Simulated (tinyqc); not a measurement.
Bulk, dangling and hydrogenated hybrids across the gap: Weaire-Thorpe hybrids on a Bethe lattice: gap and dangling bond of an amorphous tetrahedral solid.

Four sp3 hybrids an atom at energy 0, coupled by -V1 on the atom and by -V2 along a bond; the bonds form a tree (no rings). For any network the gap runs at least from -V2 + V1 to V2 - 3 V1, and p-like states pile up at -V2 + V1 and V2 + V1. On the tree the gap is wider: it ends at Ec = -V1 + sqrt(V2^2 + 4 V1^2 - 2 sqrt3 V1 V2), which makes it well wider than the gaps of the real glasses. A branch seen from a hybrid has the self-energy S = V2^2 g, where g is the Green function of the hybrid across the bond, whose three partners carry S themselves. With a = z - V1, b = a - S: g = 1/(a + V1 b/(b + 3 V1)), z = E + i eta. A full atom has G = (1/b)(b + 3 V1)/(b + 4 V1) per hybrid; a dangling hybrid with shift dh has G = 1/(1/g - dh).

Values chosen for the exercise (of the size of tabulated hybrid energies for amorphous silicon; the results hold for these values, not for the real material):

| symbol | value | unit | meaning |
|---|---|---|---|
| V1 | 1.73 | eV | coupling of two hybrids on one atom |
| V2 | 4.55 | eV | coupling of the two hybrids of a bond |
| eta | 0.02 | eV | broadening |
| dh | -1.52 | eV | shift of the dangling hybrid (rehybridisation) |
| VH | 5 | eV | coupling to a hydrogen atom |
| eH | -2.67 | eV | hydrogen level |
| E1s | -4 | eV | first energy |
| dE | 0.48 | eV | step |

edges (eV): Ev -2.82000, Ec(bound) -0.64000, Ec(tree) 0.59517

Thirteen energies E1s + j dE. With hydrogen the hybrid gains the self-energy VH^2/(z - eH) and dh = 0.

Density per hybrid (1/eV):

| E (eV) | bulk | dangling | with hydrogen |
|---|---|---|---|
| -4.00 | 0.0027 | 0.0018 | 0.0022 |
| -3.52 | 0.0036 | 0.0009 | 0.0005 |
| -3.04 | 0.0328 | 0.0012 | 0.0003 |
| -2.56 | 0.0236 | 0.0018 | 0.0002 |
| -2.08 | 0.0031 | 0.0035 | 0.0002 |
| -1.60 | 0.0012 | 0.0106 | 0.0002 |
| -1.12 | 0.0007 | 0.1695 | 0.0002 |
| -0.64 | 0.0005 | 0.0407 | 0.0003 |
| -0.16 | 0.0005 | 0.0068 | 0.0003 |
| 0.32 | 0.0007 | 0.0031 | 0.0005 |
| 0.80 | 0.0192 | 0.0241 | 0.0094 |
| 1.28 | 0.0300 | 0.0340 | 0.0212 |
| 1.76 | 0.0349 | 0.0359 | 0.0341 |

Between Ev = -2.82 and Ec = 0.60 eV the bulk density is a broadening tail (least 0.0005). The dangling hybrid reaches 0.170 at -1.12 eV among these rows; its level lies at -0.963 eV, and the peak there, of width eta, is far higher unless a row falls on it. With hydrogen the largest value on the rows inside the gap, more than 0.05 eV from an edge, is 0.0005, and 1/g = VH^2/(E - eH) has no root in the gap: the state has gone into a bonding level below and an antibonding one above.

tinyqc: `OMP_NUM_THREADS=1 python tinyqc.py 1481115 1481116 out.jsonl`; about 0.02 s, one thread, shared Intel(R) Xeon(R) Processor @ 2.30GHz.
